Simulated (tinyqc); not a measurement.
Inside a calculation: configuration-coordinate model of carrier capture at a defect. Values are carried at full precision from step to step, so a last printed digit may differ when a step is redone from the rounded ones.

Two parabolas of equal curvature k in one coordinate Q: with the carrier free at the band edge, U_f = k Q^2/2; with the carrier trapped, U_t = k (Q - dQ)^2/2 - ET. ER = k dQ^2/2, Huang-Rhys factor S = ER/hw, hw = 0.0646541 sqrt(k/M) eV for k in eV/angstrom^2 and M in u. The curves cross at a height Eb = (ER - ET)^2/(4 ER) above the free minimum.

Constants: kB = 8.617333262e-05 eV/K.

Inputs chosen for the exercise (of the size met at a deep level in GaN; shifted at random, so the results belong to these values and not to a real crystal):
- ET = 0.62 eV (thermal depth of the level below the band edge)
- ER = 0.62 eV (relaxation energy)
- hw = 0.036 eV (phonon energy of the mode)
- M = 40 u (mass of the mode)
- T = 200 K (temperature)
- nu = 1e+11 1/s (attempt rate)

## The two parabolas

Form S, k, dQ, the crossing point Qc = (ER - ET)/(k dQ), Eb, and the emission barrier Eb + ET.

S = 17.222
k = 12.4015 eV/angstrom^2
dQ = 0.3162 angstrom
Qc = 0.0000 angstrom

barriers (eV): capture 0.0000, emission 0.6200

ER < ET: the crossing lies on the far side of the free minimum (the inverted case), where tunnelling between vibrational states can matter much if Eb is well above hw.

## Optical transitions

Vertical ionisation from the trapped minimum costs ET + ER; vertical capture from the free minimum releases ET - ER (none if negative); the band has a standard deviation sqrt(S hw^2 coth(hw/2kT)) with S = ER/hw, and a full width 2.35482 times that.

energies (eV): ionisation peak 1.240, zero-phonon 0.620, emission peak 0.000

coth(hw/2kT) = 1.2827
standard deviation = 0.1692 eV
full width = 0.3984 eV

Vertical capture would need energy: there is no luminescence peak (at most a tail of the broadened line), and a carrier freed by light must cross the barrier Eb to return, here only 0.000 eV. The optical peak exceeds the thermal depth by a factor 2.00.

## The multiphonon factor

Multiphonon factor for giving p = ET/hw phonons to the lattice: W = exp(-S (2 nb + 1)) ((nb + 1)/nb)^(p/2) I_p(x), nb = 1/(exp(hw/kT) - 1), x = 2 S sqrt(nb (nb + 1)), I_p the modified Bessel function. Classical limit: W = hw exp(-Eb/kT)/sqrt(4 pi ER kT). At T = 0: exp(-S) S^p/Gamma(p + 1).

Form p, nb, x and ln W, the classical ln W, and the capture time 1/(nu W).

p, nb, x: 17.2222  0.1413  13.8342

ln W: quantum -2.467, classical -2.320

capture time = 1.18e-10 s

The quantum factor is 0.864 times the classical one at kT/hw = 0.48: the classical form serves within a factor of e.

## Emission by detailed balance

For equal degeneracies and one band-edge state, emission time = capture time x exp(ET/kT).

ET/kT = 35.974
log10 of the emission time in s = 5.69

## Checks

- Ln W for the nearest whole p against the double Poisson sum over emitted and absorbed phonons: both -2.46383.

Computed by tinyqc, a small Python program: `OMP_NUM_THREADS=1 python tinyqc.py 1481749 1481750 out.jsonl` (the numbers bound the seed that draws the inputs); one thread of a shared host (Intel(R) Xeon(R) Processor @ 2.30GHz), about 0.01 s for the whole set of steps.
